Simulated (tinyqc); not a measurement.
Conduction-band offset of an n-N heterojunction from carrier-profile moments: one step of the calculation.

Layer 1 (x < 0) accumulates electrons and layer 2 (x > 0) is depleted. Boltzmann statistics. The bands bend down by V1 in layer 1 and up by V2 in layer 2, with V1 + V2 = VD = dE + Vt ln[(N2/Nc2)/(N1/Nc1)].

Question. Division of the diffusion potential. Sheet densities from the first integral: Q1 = sqrt((2 eps0 eps_r Vt N1/q)(exp(u1) - u1 - 1)) extra electrons, Q2 = sqrt((2 eps0 eps_r Vt N2/q)(exp(-u2) + u2 - 1)) missing ones, u = V/Vt; neutrality Q1 = Q2 + si. Q1 - Q2 rises steadily with V1, so V1 follows by bisection.

Inputs (values chosen for the exercise); values of the order of III-V alloys:

| symbol | value | unit | meaning |
|---|---|---|---|
| T | 200 | K | temperature |
| eps_r | 12.3 |  | relative permittivity of both layers |
| Nc1 | 7e17 | cm^-3 | density of states of the narrow-gap layer 1 |
| Nc2 | 1.2e18 | cm^-3 | density of states of the wide-gap layer 2 |
| dE | 0.24 | eV | conduction-band offset |
| N1 | 1.4e16 | cm^-3 | donor density in layer 1 |
| N2 | 4.2e16 | cm^-3 | donor density in layer 2 |
| si | 0 | cm^-2 | fixed charge at the interface |

Constants: q = 1.602176634e-19 C, kB = 1.380649e-23 J/K, Vt = kB T/q, eps0 = 8.8541878128e-14 F/cm where lengths are in cm. Results are converted to the units shown.

Wanted: VD; V1; V2; Q1; n at x = 0-; n at x = 0+.

Answer.

VD = 0.24964 V
V1 = 0.060967 V
V2 = 0.18868 V
Q1 = 3.1288e11 cm^-2
n at x = 0- = 4.8132e17 cm^-3
n at x = 0+ = 7.3924e11 cm^-3

n drops across the interface by 6.51e5 = (Nc1/Nc2) exp(dE/Vt).

Range of the model: The accumulated density at the interface nears Nc1, where degeneracy and quantisation set in.

Program tinyqc, `OMP_NUM_THREADS=1 python tinyqc.py 2410026 2410027 out.jsonl`; Intel Xeon 2.30GHz, shared host, one thread, about 0.08 s.
